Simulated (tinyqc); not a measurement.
Inside a calculation. Model: donor or exciton in a quantum well (variational effective-mass method). Computed by tinyqc, a small Python program that keeps every step. Command: `OMP_NUM_THREADS=1 python tinyqc.py 3027776 3027777 out.jsonl welldonor walk`. One thread of a shared host (Intel(R) Xeon(R) Processor @ 2.30GHz), about 0.03 s of CPU time with the checks. Intermediate numbers are printed to about 7 digits and carried at full precision; extremes and crossings named in words are read from the listed rows.

H = -nabla^2 - 2/|r - r_i| + V(z) in effective units; trial function psi = f(z) exp(-|r - r_i|/lambda), f the ground state of the well. Mass and screening are the same in well and barrier; l = L/a* is the width in effective units. Bands are flat: no polarisation or applied field.

Inputs (values chosen for the exercise, modelled on ZnO):

| quantity | value | unit |
|---|---|---|
| electron mass m | 0.265 | m_0 |
| dielectric constant eps | 8.48 | - |
| well width L | 1.5 | nm |
| trial radius lambda | 0.44 | a* |
| donor position z_i/L from the centre | 0 | - |

Centre: donor. Barriers: infinite.

Constants: Ry = 13.605693123 eV; a_0 = 0.529177210903 angstrom; hbar^2/(2 m_0) = 3.80998212 eV angstrom^2.

## Effective units

Ry* = Ry m/eps^2, a* = a_0 eps/m; l = L/a*.

mass used = 0.265 m_0

Ry* = 50.13890 meV

a* = 1.693367 nm

l = 0.8858091

Caution: so narrow a well has large confinement energy, where non-parabolicity and barrier penetration matter.

## The subband

k = pi/l; f = cos(k z) inside and zero outside; subband energy k^2 Ry*.

k = 3.546580 1/a*

subband energy = 630.6586 meV

## Binding at the trial radius

Binding E_b(lambda) = -1/lambda^2 + 4 A/(lambda B), with A = int f^2 exp(-2 s/lambda) dz, B = int f^2 exp(-2 s/lambda)(1 + 2 s/lambda) dz and s = |z - z_i|; 40 Gauss-Legendre points on each piece between the walls at z = -l/2 and l/2 and z_i.

A = 0.2632143 a*

B = 0.3815670 a*

E_b(lambda) = 1.105845 Ry*

## Best radius

Golden-section search for the maximum over lambda from 0.3 to 4, 40 steps.

best lambda = 0.7889408 a*

binding in Ry* = 2.340773

binding energy = 117.3638 meV

radius lambda a* = 1.335966 nm

Confinement changes the binding by a factor 2.341 against the bulk value (limits: 4 in two dimensions, 1 inside a wide well).

## Binding against well width

Each row maximises over lambda (golden section, 0.3 to 4).

Against width:

| L (nm) | lambda (a*) | binding (Ry*) | binding (meV) |
|---|---|---|---|
| 0.83 | 0.694465 | 2.767693 | 138.7691 |
| 1.50 | 0.788941 | 2.340773 | 117.3638 |
| 2.70 | 0.900861 | 1.919022 | 96.2177 |
| 4.80 | 1.005666 | 1.555341 | 77.9831 |

The binding is largest in the narrowest well, 2.768 Ry* at 0.83 nm, on the way to 4. In the widest well it is 1.555 Ry*. In the narrow rows the confinement energy passes real barrier heights: infinite walls and a parabolic band fail, and with real barriers the binding peaks and falls.

## Binding against position

The formulas are those given above.

Against position:

| z_i/L | lambda (a*) | binding (Ry*) | binding (meV) |
|---|---|---|---|
| 0.0 | 0.788941 | 2.340773 | 117.3638 |
| 0.1 | 0.808193 | 2.257033 | 113.1651 |
| 0.2 | 0.869898 | 2.036321 | 102.0989 |
| 0.3 | 0.978041 | 1.757537 | 88.1210 |
| 0.4 | 1.118748 | 1.502404 | 75.3289 |
| 0.5 | 1.261804 | 1.307226 | 65.5429 |

From the centre to the wall the binding falls from 117.364 to 65.543 meV, 56 % of the centre value, since the walls keep the electron away from an off-centre ion; uniform doping thus gives a band of levels 51.821 meV wide, with a peak in its density at the centre value, where the slope vanishes.

Checks made by the program: the two-dimensional limit, 4 Ry* (relative difference 2e-03).
